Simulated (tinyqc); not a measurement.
What each parameter of the potential does: deformation potentials from a strained empirical pseudopotential.

Diamond lattice, no spin-orbit coupling. Atomic form factor V(q) = a1 (q^2 - a2)/(a3 exp(a4 q^2) - 1) in rydberg with q in 1/bohr, for the unstrained cell. Under a strain e the reciprocal vectors and k go over into (1 + e)^(-1) G, the atoms sit at +/- tau with tau = (1 + e) a (1,1,1)/8 - zeta a (eyz, ezx, exy)/4, and H(G,G') = c |k + G|^2 delta + (V(q)/det(1 + e)) cos(q.tau), q = G - G', with the term q = 0 left out; c = hbar^2/2m0. The basis is fixed before straining: all G with |k + G|^2 up to 16 (2 pi/a)^2. k is given in units of 2 pi/a of the unstrained cell.

Constants: hbar^2/2m0 = 3.80998211 eV angstrom^2; Ry = 13.60569312 eV; a0 (Bohr radius) = 0.5291772105 angstrom.

Values chosen for the exercise (a germanium-sized cell with gaps well above those of Ge; the results hold for these values, not for the real material): a = 5.652 angstrom (lattice constant); a1 = 0.402; a2 = 2.414; a3 = 2.035; a4 = 0.452; kD = 0.81 2 pi/a (position of the Delta minimum).

Gaps from the valence top to level 5 at Gamma and level 5 at (kD,0,0) and L, and their deformation potentials [E(+h) - E(-h)]/(3 ln((1 + h)/(1 - h))) for e = +/- h 1, h = 0.002. The row for the lattice constant keeps V(q) without the volume factor, so it is not a strain.

Results for these values:

| case | Gamma (eV) | Delta (eV) | L (eV) | potential Gamma (eV) | potential Delta (eV) | potential L (eV) |
|---|---|---|---|---|---|---|
| base | 1.777 | 1.463 | 1.316 | -9.20 | 0.77 | -3.03 |

What happens to each result for a1 = 0.406, all else kept?

Answer: Gamma rises from 1.777 to 1.801; Delta rises from 1.463 to 1.534; L rises from 1.316 to 1.364; potential Gamma falls from -9.20 to -9.28; potential Delta falls from 0.77 to 0.74; potential L falls from -3.03 to -3.07.

The same for each parameter in turn:

| case | Gamma (eV) | Delta (eV) | L (eV) | potential Gamma (eV) | potential Delta (eV) | potential L (eV) |
|---|---|---|---|---|---|---|
| base | 1.777 | 1.463 | 1.316 | -9.20 | 0.77 | -3.03 |
| a = 5.709 angstrom | 1.568 | 1.697 | 1.368 | -9.39 | 0.45 | -3.25 |
| a1 = 0.406 | 1.801 | 1.534 | 1.364 | -9.28 | 0.74 | -3.07 |
| a2 = 2.438 | 1.635 | 1.526 | 1.299 | -9.25 | 0.70 | -3.08 |
| a3 = 2.015 | 1.799 | 1.560 | 1.378 | -9.30 | 0.74 | -3.07 |
| a4 = 0.457 | 1.713 | 1.386 | 1.252 | -9.05 | 0.86 | -2.93 |

Run: tinyqc, `OMP_NUM_THREADS=1 python tinyqc.py 1880520 1880521 out.jsonl`; Intel(R) Xeon(R) Processor @ 2.30GHz, one thread, shared host; about 0.2 s of CPU time with all checks.
